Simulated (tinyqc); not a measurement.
Six-band k.p model of the valence band of a wurtzite crystal, step by step. Values are carried at full precision from step to step, so a last printed digit may differ when a step is redone from the rounded ones.

At k = 0: E1 = D1c + D2c + Te + Le (pure HH); E2, E3 = Le + u +/- sqrt(u^2 + 2 D3c^2), u = (D1c - D2c + Te)/2, D1c = Dcr, D2c = D3c = Dso/3. The weight of LH in state 2 is fL = (E2 - Le)^2/((E2 - Le)^2 + 2 D3c^2). Relative strengths of transitions to the conduction band: for E perpendicular to c (TE) 1/2, fL/2, (1 - fL)/2; for E along c (TM) 0, 1 - fL, fL, with one momentum element for both directions.

Constants: hc = 1239.841984 eV nm; hbar^2/2m0 = 3.80998211 eV angstrom^2.

Inputs chosen for the exercise (of the order of those of hexagonal CdSe; shifted at random, so the results belong to these values and not to a real crystal): Dcr = 0.0448 eV (crystal-field splitting); Dso = 0.4217 eV (spin-orbit splitting); e_par = 0.0173 (exx = eyy of a c-plane layer); D1 = -1.04 eV; D2 = 0.96 eV; D3 = 3.91 eV; D4 = -2.11 eV; C13 = 41 GPa; C33 = 82 GPa; Eg = 1.854 eV (direct gap at Gamma from the top of the unstrained valence band); a1 = -0.79 eV (gap potential along c); a2 = -3.52 eV (gap potential in the plane); A1 = -4.98; A2 = -0.42; A3 = 4.35; A4 = -1.31; A5 = -1.25; A6 = -0.46; kt = 0.011 1/angstrom (in-plane wave vector); kz = 0 1/angstrom (wave vector along c); kmax = 0.05 1/angstrom (end of the path).

## Edges without strain

Set Le = Te = 0.

E1, E2, E3 without strain (eV): 0.1854  0.1566  -0.2524

fL = 0.3829

edges from the top (eV): 0.0000  -0.0288  -0.4377

The top is state 1 (HH), TE light alone.

## Strain terms

Strain of a c-plane layer: exx = eyy = e_par, ezz = -2 (C13/C33) e_par; Le = D1 ezz + D2 (exx + eyy), Te = D3 ezz + D4 (exx + eyy).

Form ezz, Le and Te.

ezz = -0.017300
Le (strain shift of all three valence states) = 0.05121 eV
Te (further shift of HH and LH) = -0.14065 eV

## Edges and polarisation under strain

Use Le and Te.

E1, E2, E3 under strain (eV): 0.0959  0.1643  -0.2983

fL = 0.2445

Relative strengths:

| state | TE | TM |
|---|---|---|
| 1 | 0.500 | 0.000 |
| 2 | 0.122 | 0.756 |
| 3 | 0.378 | 0.244 |

The top is state 2, 76 % CH, which favours TM light; the next state lies 68.4 meV lower.

## Transition energies

Conduction edge: Ec = (top of the unstrained valence band) + Eg + (a1 + D1) ezz + (a2 + D2)(exx + eyy).

Ec minus each strained valence edge (state 1 is HH, states 2 and 3 are mixtures of LH and CH); wavelength hc/E of the lowest.

Ec = 1.9824 eV

transitions to states 1, 2, 3 (eV): 1.8865  1.8182  2.2807

wavelength = 681.9 nm

Strain moves the lowest transition by -36 meV. The deformation potentials of this set are rough, and this small net shift can differ from measurement even in sign.

## The block at one k

Block form of the six-band Hamiltonian (electron energies, z along c, kt the in-plane wave vector, c0 = hbar^2/2m0): H = [[F, K, -iW], [K, G, D - iW], [iW, D + iW, L]] in the basis HH, LH, CH; the other block is its conjugate and has the same levels. F = D1c + D2c + L + T, G = D1c - D2c + L + T, D = sqrt(2) D3c, with D1c = Dcr, D2c = D3c = Dso/3; L = c0 (A1 kz^2 + A2 kt^2) + Le, T = c0 (A3 kz^2 + A4 kt^2) + Te, K = c0 A5 kt^2, W = c0 A6 kt kz. The zero of energy is the CH state without spin-orbit coupling and strain; the term linear in k is left out.

Fill in the matrix.

H(k) (eV):
```
         HH       LH      CH
HH   0.0951  -0.0006       0
LH  -0.0006  -0.1860  0.1988
CH        0   0.1988  0.0510
```

## Levels and weights

H is one of the two 3 x 3 blocks into which the six-band matrix falls, in the basis HH, LH, CH of the unmixed zone-centre states. Diagonalise it.

levels from the top (eV): 0.1639  0.0951  -0.2989

weights:
```
      top  second  third
HH  0.000   1.000  0.000
LH  0.244   0.000  0.756
CH  0.756   0.000  0.244
```

## Bands in the plane and along c

Six points from 0 to kmax each way.

Levels (eV):

| \|k\| (1/angstrom) | top, in plane | second | third | top, along c | second, along c | third, along c |
|---|---|---|---|---|---|---|
| 0.000 | 0.1643 | 0.0959 | -0.2983 | 0.1643 | 0.0959 | -0.2983 |
| 0.010 | 0.1640 | 0.0953 | -0.2988 | 0.1628 | 0.0957 | -0.2989 |
| 0.020 | 0.1632 | 0.0933 | -0.3004 | 0.1583 | 0.0950 | -0.3009 |
| 0.030 | 0.1618 | 0.0900 | -0.3032 | 0.1509 | 0.0938 | -0.3042 |
| 0.040 | 0.1600 | 0.0853 | -0.3070 | 0.1407 | 0.0921 | -0.3089 |
| 0.050 | 0.1577 | 0.0793 | -0.3120 | 0.1277 | 0.0899 | -0.3151 |

Along c the HH state has the mass -1/(A1 + A3) = 1.59 and the CH state -1/A1 = 0.201; in the plane, far from the edge, the masses tend to -1/(A2 + A4 - A5) = 2.08, -1/(A2 + A4 + A5) = 0.336 and -1/A2 = 2.38.

## Checks

- Closed-form edges against the diagonalisation at k = 0: they agree to 1e-10 or better.

Computed by tinyqc, a small Python program: `OMP_NUM_THREADS=1 python tinyqc.py 1050305 1050306 out.jsonl` (the numbers bound the seed that draws the inputs); one thread of a shared host (Intel(R) Xeon(R) Processor @ 2.30GHz), about 0.01 s for the whole set of steps.
